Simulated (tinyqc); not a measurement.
Incorporation against temperature: precursor delivery by bubblers, mass-transport growth and the solid composition of a III-V alloy. Computed by tinyqc, a small Python program. Command: `OMP_NUM_THREADS=1 python tinyqc.py 3019674 3019675 out.jsonl movpe_thermo walk`. One thread of a shared host (Intel(R) Xeon(R) Processor @ 2.30GHz), about 0.01 s of CPU time with the checks.

1 sccm = 44.615 micromol/min; 1 torr = 133.322 Pa. The sources decompose fully at the surface.

Inputs (values chosen for the exercise, modelled on triethylgallium (source 1) and trimethylindium (source 2) for the vapour pressures):
```
quantity                                                                                                  value        unit
bath temperature T1                                                                                         296           K
bath temperature T2                                                                                         306           K
bubbler pressure p_b                                                                                        400        torr
carrier flow F1                                                                                              25        sccm
carrier flow F2                                                                                              21        sccm
total flow F_t                                                                                               12         slm
group-V flow F_V                                                                                            260        sccm
reactor pressure p                                                                                          200        torr
growth temperature T                                                                                        840           K
diffusivity at 273 K and 760 torr                                                                          0.34      cm^2/s
flow cross-section A                                                                                         66        cm^2
distance from the leading edge z                                                                            9.1          cm
lattice constant a                                                                                         5.85    angstrom
interaction L0 of the solid                                                                                15.9      kJ/mol
log10 of p_B,eq over pure BC at 1000 K and 1 torr of group V (exaggerated: liquid indium has about -4.1)   -3.6  log10 torr
enthalpy of that equilibrium H                                                                              394      kJ/mol
```

Alloy: mixing on the group-III sites, with desorption of B.

constants a, b of source 1 (log10 torr, K): 8.057  2162

constants a, b of source 2 (log10 torr, K): 10.56  3014

Constants: k_B = 1.380649e-23 J/K; R = 8.314462618 J/(mol K).

Method:
- log10 p_v = a - b/T_bath; molar flow = F x 44.615 x p_v/(p_b - p_v) for a saturated bubbler.
- p_i = p n_i/(44615 F_t), F_t in slm; p_V = p F_V/(1000 F_t), counted per molecule supplied; V/III = 44.615 F_V/(n1 + n2); vapour fraction of source 2 = n2/(n1 + n2).
- Mean velocity u = (F_t/A)(760/p)(T/273); D = D0 (T/273)^1.75 (760/p); boundary layer delta = sqrt(pi D z/u); flux = D dp/(delta k_B T); growth rate = flux x a^3/4.
- A sticks fully. B desorbs: its surface pressure is p_B* = x gamma_B K/sqrt(p_V), ln gamma_B = L0 (1 - x)^2/(R T), K = 10^(log10 K at 1000 K) exp[-(H/R)(1/T - 1/1000)], p_V in torr. With equal diffusivities x = (p_2 - p_B*)/(p_1 + p_2 - p_B*). Growth rate = rate per torr x p_1/(1 - x).

p_2 = 0.00454929 torr

K/sqrt(p_V) = 1.45071e-08 torr

p_V = 4.33333 torr

vapour fraction of source 2 = 0.431967

p_1 = 0.00598227 torr

At fixed flows:
```
T (K)  K/sqrt(p_V) (torr)        x  share of B incorporated, 1 - p_B*/p_2
956            1.3627e-05  0.43136                                0.99753
994            9.0649e-05  0.42801                                0.98400
1029           4.5876e-04  0.41190                                0.92101
1054           1.3676e-03  0.36975                                0.77148
1083           4.5585e-03  0.21509                                0.36034
1111           1.3732e-02  0.06706                                0.09452
1143           4.5326e-02  0.01957                                0.02625
1189           2.2539e-01  0.00407                                0.00538
```

What follows from these numbers?

x equals the vapour fraction 0.432 while gamma_B K/sqrt(p_V) is small against p_1 + p_2 = 0.011 torr and falls once it is not. Between the last rows the apparent energy R d ln x/d(1/T) is 386 kJ/mol, against H = 394. Caution: the boundary layer is a quarter or more of the root of the cross-section, so it fills much of the channel and depletion along the flow matters. Caution: x lies inside the spinodal of the bulk alloy, 2 L0 x (1 - x) > R T; only kinetics or coherency strain keep such a layer uniform.

Extremes, crossings and ranges named in words are read from the listed rows.
